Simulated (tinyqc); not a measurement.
Heavy doping: band filling, gap narrowing, band tails and the effective intrinsic density: one step, computed by the program tinyqc. Command: `OMP_NUM_THREADS=1 python tinyqc.py 3023239 3023240 out.jsonl gapnarrow walk`. One thread of a shared host (Intel(R) Xeon(R) Processor @ 2.30GHz), about 0.02 s of CPU time with the checks.

An n-type crystal above its Mott density, with all dopants ionised: n = N_D - N_A, ionised centres N_I = N_D + N_A. Valleys are taken as spherical with mass m_e.

Problem. Screening, narrowing and potential fluctuations. Screening: q^2 = (e/(eps eps_0)) dn/dE_F. Exchange lowers the conduction band by (1/pi) k_F e^2/(4 pi eps_0 eps) (T = 0 Hartree-Fock at k_F, taken as a rigid shift). Screening raises the valence band by (q/2) e^2/(4 pi eps_0 eps) (static Coulomb hole). The narrowing is the sum; electron correlation and carrier-ion shifts are left out. Root-mean-square potential of randomly placed ions: V_rms = (e^2/(4 pi eps_0 eps)) sqrt(2 pi N_I/q).

Inputs (values chosen for the exercise, for a model semiconductor):
```
quantity                      value   unit
valleys M_c                       1      -
dielectric constant eps        15.8      -
donor density N_D           2.9e+18  cm^-3
compensation ratio N_A/N_D        0      -
temperature T                   400      K
```

Conduction band: non-parabolic (Kane).

n = 2.90e+18 cm^-3

dn/dE_F = 3.301040e+19 cm^-3/eV

Constants: e = 1.602176634e-19 C; eps_0 = 8.8541878128e-12 F/m; e^2/(4 pi eps_0) = 14.39964548 eV angstrom; k_B = 8.617333262e-05 eV/K.

Give: screening length 1/q; exchange term; Coulomb-hole term; gap narrowing; V_rms.

Solution.

screening length 1/q = 51.431 angstrom

exchange term = 12.798 meV

Coulomb-hole term = 8.8602 meV

gap narrowing = 21.658 meV

V_rms = 27.899 meV

Caution: the screening length is well below a*, where static Thomas-Fermi screening overstates the Coulomb hole.
